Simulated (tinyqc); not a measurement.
Angle series: uniform film or islands? Model: X-ray photoelectron analysis of a thin oxide on a semiconductor: attenuation lengths, thickness, angle series and band offsets. Computed by tinyqc, a small Python program. Command: `OMP_NUM_THREADS=1 python tinyqc.py 3114320 3114321 out.jsonl xps walk`. One thread of a shared host (Intel(R) Xeon(R) Processor @ 2.30GHz), about 0.01 s of CPU time with the checks.

The same element is seen in the oxide and in the substrate, at nearly the same kinetic energy; films are flat and uniform, and the work function is ignored.

Inputs (values chosen for the exercise, modelled on SiO2 on 4H-SiC):
```
quantity,value,unit
photon energy,1253.6,eV
binding energy of the core level,100.5,eV
oxide density,2.19,g/cm^3
oxide formula mass,60.08,g/mol
valence electrons per oxide formula,16,-
oxide gap,9,eV
substrate density,3.21,g/cm^3
substrate formula mass,40.1,g/mol
valence electrons per substrate formula,8,-
substrate gap,3.26,eV
oxide thickness d,4.7,nm
emission angle from the normal,45,degrees
attenuation length over inelastic mean free path,0.89,-
carbon overlayer,0.99,nm
```

Method:
- TPP-2M: lambda = E/(E_p^2 [b ln(c E) - C/E + D/E^2]) in angstrom, E_p = 28.8 sqrt(N_v rho/M), b = -0.10 + 0.944/sqrt(E_p^2 + E_g^2) + 0.069 rho^0.1, c = 0.191/sqrt(rho), U = N_v rho/M, C = 1.97 - 0.91 U, D = 53.4 - 20.8 U, with E = photon energy less binding energy in eV.
- Attenuation length L = factor x lambda.
- R_0 = (rho_o/M_o) L_o/((rho_s/M_s) L_s); peak ratio R = I_ox/I_sub = R_0 [exp(d/(L_o cos theta)) - 1]; hence d = L_o cos theta ln(1 + R/R_0). A carbon layer weakens both peaks alike, by exp(-d_C/(L_o cos theta)) if its L is taken equal to L_o. This R_0 leaves out intrinsic losses from the substrate peak, so calibrated values can be larger.
- Islands: half of the surface carries 2 d and half none, R = R_0 (1/2)(1 - t)/(1/2 + t/2) with t = exp(-2 d/(L_o cos theta)); the apparent thickness is read with the uniform formula.

R_0 = 0.608416

L in the oxide = 3.00612 nm

Against the angle:
```
theta (degrees),"R, uniform","R, islands","apparent d, islands (nm)"
0,2.30,0.55730,1.9547
20,2.60,0.56627,1.8585
35,3.49,0.58224,1.6533
45,4.94,0.59398,1.4480
55,8.68,0.60322,1.1878
65,23.99,0.60767,0.8798
75,255.07,0.60841,0.5393
```

What follows from these numbers?

A uniform film gives d = 4.7 nm at every angle. The island film of the same volume reads 1.95 nm at normal emission and 0.539 nm at 75 degrees; its ratio cannot pass R_0, since the bare half always shows the substrate.

Extremes, crossings and ranges named in words are read from the listed rows.
